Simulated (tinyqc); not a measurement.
Wafer bonding and layer transfer: bond energy, gap closing, particles, bonding of dissimilar wafers and hydrogen blisters. From one set of inputs to another, one input at a time. Computed by tinyqc, a small Python program. Command: `OMP_NUM_THREADS=1 python tinyqc.py 3022128 3022129 out.jsonl bond ladder`. One thread of a shared host (Intel(R) Xeon(R) Processor @ 2.30GHz), about 0.01 s of CPU time with the checks.

gamma is the energy per area of each of the two surfaces; plates are isotropic, and both wafers have E1 and t1.

The inputs printed are set A. Inputs not listed in the table keep their values of set A, so the rows need not describe a real material.

Inputs (values chosen for the exercise, with wafer 1 close to silicon):

| quantity | value | unit |
|---|---|---|
| Young's modulus E1 | 152 | GPa |
| Poisson ratio nu | 0.24 | - |
| thickness t1 | 300 | micrometre |
| blade thickness t_b | 80 | micrometre |
| crack length L | 7.47 | mm |
| particle radius h | 1.3 | micrometre |
| radius of a shallow gap R | 0.34 | mm |
| half height of the gap h_g | 56 | nm |
| implant depth d | 1.6 | micrometre |
| hydrogen dose | 4.5 | 1e16/cm^2 |
| share of the dose released as H2 | 0.43 | - |
| surface energy of the weakened plane gamma_s | 0.92 | J/m^2 |
| anneal temperature T | 725 | K |

Pair: two equal wafers.

Constants: k_B = 1.380649e-23 J/K.

Method:
- Two cantilevers opened by t_b: gamma = 3 t_b^2 E1 t1^3 E2 t2^3/(16 L^4 (E1 t1^3 + E2 t2^3)).
- E' = E1/(1 - nu^2), equal wafers of thickness t1 assumed. A gap of radius R closes if h_g < h_c: h_c = R^2/sqrt((2/3) E' t1^3/gamma) for R > 2 t1 (plate bending), h_c = 3.6 sqrt(R gamma/E') for R < 2 t1 (local deformation).
- E' = E1/(1 - nu^2), equal wafers assumed. Void radius in the plate regime: R_v = [(2/3) E' t1^3/gamma]^(1/4) h^(1/2). Below h_crit = 5 sqrt(t1 gamma/E') the wafers deform locally and R_v is of the order of h (taken as h).
- A flat crack of radius r under a layer of thickness d, as a clamped plate: centre height w = 3 p r^4/(16 E' d^3), volume pi r^2 w/3, energy release G = 3 p^2 r^4/(32 E' d^3), E' = E1/(1 - nu^2). It grows when G = 2 gamma_s. The gas comes from the area pi r^2: p V = (dose x share/2) pi r^2 k_B T, and G = p w/2 = (3/2) N k_B T with N the H2 molecules per area. Share needed: G = 2 gamma_s. The pressure and height at growth are given for r = 10 d.

Each row keeps all changes above it:

| input moved | from | to | void radius (micrometre) | closable height h_c (nm) | share of the dose needed |
|---|---|---|---|---|---|
| set A | - | - | 1.5782e+03 | 146.99 | 0.54466 |
| Young's modulus E1 (GPa) | 152 | 141 | 1.5782e+03 | 146.99 | 0.54466 |
| particle radius h (micrometre) | 1.3 | 0.051 | 5.1000e-02 | 146.99 | 0.54466 |
| anneal temperature T (K) | 725 | 850 | 5.1000e-02 | 146.99 | 0.46456 |
| blade thickness t_b (micrometre) | 80 | 100 | 5.1000e-02 | 183.73 | 0.46456 |
| crack length L (mm) | 7.47 | 18.9 | 7.0741e+02 | 28.70 | 0.46456 |
| hydrogen dose (1e16/cm^2) | 4.5 | 7.8 | 7.0741e+02 | 28.70 | 0.26802 |
| implant depth d (micrometre) | 1.6 | 1.8 | 7.0741e+02 | 28.70 | 0.26802 |

Which inputs carry the difference?

Void radius goes from 1580 to 707, a factor 0.448 in all. The largest single move comes from particle radius h (a factor 3.23e-5), and crack length L works against it (a factor 13900). Closable height h_c goes from 147 to 28.7, a factor 0.195 in all. The largest single move comes from crack length L (a factor 0.156), and blade thickness t_b works against it (a factor 1.25). Share of the dose needed goes from 0.545 to 0.268, a factor 0.492 in all. The largest single move comes from hydrogen dose (a factor 0.577). The single moves hold for this order of the switches; the total does not depend on the order.

Extremes, crossings and ranges named in words are read from the listed rows.
